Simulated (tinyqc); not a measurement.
Rapid thermal processing of a wafer: radiative balance, ramp and cooling, pattern effects, pyrometer error and spike budget. Changing the reflectivity of the chamber walls r. Computed by tinyqc, a small Python program. Command: `OMP_NUM_THREADS=1 python tinyqc.py 3111985 3111986 out.jsonl rtp sweep`. One thread of a shared host (Intel(R) Xeon(R) Processor @ 2.30GHz), about 0.08 s of CPU time with the checks.

The wafer is opaque and uniform through its thickness unless said otherwise; temperatures in formulas are in kelvin (C + 273.15). sigma = 5.670374419e-12 W/(cm^2 K^4).

Inputs (values chosen for the exercise, modelled on a hot silicon wafer): wafer thickness d = 625 micrometre; heat capacity per volume C = 2.04 J/(cm^3 K); thermal conductivity k = 0.26 W/(cm K); emissivity eps of each face = 0.7; gas heat-transfer coefficient h, both faces together = 7.3 mW/(cm^2 K); wall temperature T_w = 500 K; process temperature = 849 C; starting temperature = 450 C; ramp rate = 190 K/s; relative change of absorptivity over a pattern = 3.4 %; period of the pattern = 34 mm; activation energy of the process E_a = 3.66 eV.

Constants: k_B = 8.617333262e-05 eV/K.

Method:
- Effective emissivity between parallel grey plates: eps_eff = 1/(1/eps + 1/(1 - r) - 1). Loss per area q(T) = 2 eps_eff sigma (T^4 - T_w^4) + h (T - T_w).
- Absorbed power during a ramp = q(T) + C d x ramp rate; thermal time constant tau = C d/(dq/dT), dq/dT = 8 eps_eff sigma T^3 + h; natural cooling rate q/(C d); front-to-back difference under one-sided heating at the end of the ramp = (absorbed power) d/(2 k).
- Cooling with the lamps off: C d dT/dt = -q(T), integrated adaptively (relative tolerance 1e-10).
- Spike anneal: linear ramp to the peak, then lamps off. Equivalent time at the peak = int exp(-(E_a/k_B)(1/T - 1/T_peak)) dt; estimate (k_B T^2/E_a)(1/ramp rate + 1/cooling rate). The ramp part uses 4000 trapezoid steps, the cooling part 4000 steps over 4 tau.
- Time within 50 K of the peak from the same curves.
- At steady state a sinusoidal change of absorbed power of relative amplitude a and period p gives the temperature amplitude a q/(dq/dT + k d (2 pi/p)^2); healing length l = sqrt(k d/(dq/dT)); process change = E_a dT/(k_B T^2). Emissivity is taken as unchanged.

One run for each value; columns: (1) reflectivity of the chamber walls r; (2) holding power q (W/cm^2); (3) natural cooling rate (K/s); (4) equivalent time, total (s); (5) healing length l (mm):
```
(1)      (2)     (3)      (4)     (5)
0.00  16.633  130.46  0.38488   5.581
0.14  15.396  120.75  0.40352   5.844
0.27  14.146  110.95  0.42560   6.152
0.41  12.676   99.42  0.45702   6.584
0.54  11.179   87.68  0.49730   7.134
0.68   9.403   73.75  0.56125   8.008
0.81   7.577   59.42  0.65711   9.357
0.95   5.387   42.25  0.85358  12.477
```

What does the table show, and why?

Over the rows, holding power q (W/cm^2) falls from 16.6 to 5.39; natural cooling rate (K/s) falls from 130 to 42.3; equivalent time, total (s) rises from 0.385 to 0.854. Reflecting walls save power but slow the cooling, which lengthens the equivalent time of a spike.

Extremes, crossings and ranges named in words are read from the listed rows.
